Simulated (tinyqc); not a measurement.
Double-gate transistor below threshold, two-dimensional Poisson equation on a small mesh: one step of the calculation.

Half of a symmetric double-gate structure: row 0 is the mid-plane of the body, where the normal field vanishes. Mobile charge is neglected (subthreshold), the body is fully depleted, and potentials are counted from the intrinsic level; rows run upward to the gate, columns from source to drain.

Problem. Over-relaxation sweep (omega = 1.5). Free nodes: rows 0..3, columns 1..4, taken row by row from row 0, left to right. t = (up psi(above) + dn psi(below) + lat [psi(left) + psi(right)] + s)/(up + dn + 2 lat), with the newest neighbours; psi(new) = psi + 1.5 (t - psi).

psi after iteration 1 (V):
```
               j=0          j=1          j=2          j=3          j=4          j=5
row 0   0.54000000   0.55000000   0.56000000   0.57000000   0.58000000   0.59000000
row 1   0.54000000   0.55000000   0.56000000   0.57000000   0.58000000   0.59000000
row 2   0.54000000   0.19685484   0.15670694   0.15506340   0.15831294   0.59000000
row 3   0.21000000  -0.01866342  -0.06748539  -0.07494391  -0.07551099   0.23500000
row 4  -0.12000000  -0.12000000  -0.12000000  -0.12000000  -0.12000000  -0.12000000
```

```
row         up         dn        lat  s (V)
0    12.441000          0  3.6807692      0
1    12.441000  12.441000  7.3615385      0
2    68.421053  12.441000  8.2480769      0
3    68.421053  68.421053  9.1346154      0
```

Give: psi after iteration 2.

Solution.

psi after iteration 2 (V):
```
           j=0      j=1      j=2      j=3      j=4      j=5
row 0   0.5400   0.5500   0.5600   0.5700   0.5800   0.5900
row 1   0.5400   0.3836   0.3236   0.3086   0.3084   0.5900
row 2   0.5400   0.0440  -0.0622  -0.0852  -0.0355   0.5900
row 3   0.2100  -0.0284  -0.0959  -0.1134  -0.0544   0.2350
row 4  -0.1200  -0.1200  -0.1200  -0.1200  -0.1200  -0.1200
```

Numbers from tinyqc (`OMP_NUM_THREADS=1 python tinyqc.py 2480008 2480009 out.jsonl`; about 0.09 s on one thread of a shared Intel Xeon 2.30GHz).
